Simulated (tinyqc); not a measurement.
The mobility curve: inversion-layer mobility, back-scattering and ballistic limit of a field-effect transistor. Computed by tinyqc, a small Python program. Command: `OMP_NUM_THREADS=1 python tinyqc.py 3031189 3031190 out.jsonl mos walk`. One thread of a shared host (Intel(R) Xeon(R) Processor @ 2.30GHz), about 0.01 s of CPU time with the checks.

The charge at the top of the source barrier is fixed by the gate; series resistance and short-channel effects are left out. F_j are Fermi integrals normalised to exp(eta) in the classical limit.

Inputs (values chosen for the exercise, modelled on a silicon p-channel):

| quantity | value | unit |
|---|---|---|
| weight w of the inversion charge | 0.333 | - |
| permittivity eps | 11.7 | - |
| phonon mobility at 1 MV/cm and 300 K, mu_ph | 98 | cm^2/(V s) |
| roughness mobility at 1 MV/cm, mu_sr | 150 | cm^2/(V s) |
| Coulomb mobility at N_inv = 1e12/cm^2, mu_C | 230 | cm^2/(V s) |
| electrical oxide thickness t_inv | 4 | nm |
| depletion charge N_dep | 5.4e+11 | 1/cm^2 |
| temperature T | 300 | K |

Statistics at the top of the barrier: Fermi-Dirac.

Constants: eps_0 = 8.8541878128e-12 F/m; e = 1.602176634e-19 C.

Method. N_inv = 3.9 eps_0 (V_G - V_T)/(e t_inv); effective field E_eff = e (N_dep + w N_inv)/(eps eps_0). mu_phonon = mu_ph (E_eff/1 MV/cm)^(-0.3) (T/300 K)^(-1.75); mu_rough = mu_sr (E_eff/1 MV/cm)^(-2); mu_Coulomb = mu_C (N_inv/1e12 cm^-2) (T/300 K); Matthiessen's rule adds 1/mu.

Mobilities (cm^2/(V s)):

| V_G - V_T (V) | N_inv (1/cm^2) | E_eff (MV/cm) | phonon | roughness | Coulomb | total |
|---|---|---|---|---|---|---|
| 0.03 | 1.6165e+11 | 0.09184 | 200.59 | 17784 | 37.2 | 31.31 |
| 0.06 | 3.2329e+11 | 0.10017 | 195.44 | 14950 | 74.4 | 53.67 |
| 0.12 | 6.4658e+11 | 0.11682 | 186.63 | 10992 | 148.7 | 82.15 |
| 0.20 | 1.0776e+12 | 0.13902 | 177.14 | 7762 | 247.9 | 101.95 |
| 0.35 | 1.8859e+12 | 0.18064 | 163.75 | 4597 | 433.7 | 115.88 |
| 0.50 | 2.6941e+12 | 0.22227 | 153.87 | 3036 | 619.6 | 118.46 |
| 0.75 | 4.0411e+12 | 0.29164 | 141.83 | 1764 | 929.5 | 115.03 |
| 1.00 | 5.3882e+12 | 0.36102 | 133.04 | 1151 | 1239.3 | 108.78 |
| 1.50 | 8.0823e+12 | 0.49977 | 120.67 | 601 | 1858.9 | 95.33 |

The lowest part is Coulomb from 0.0300 to 0.120, phonon from 0.200 to 1.50 V. The total peaks at 118 near E_eff = 0.22 MV/cm: screening lifts it at low density and the field presses it down at high density.

Extremes, crossings and ranges named in words are read from the listed rows.
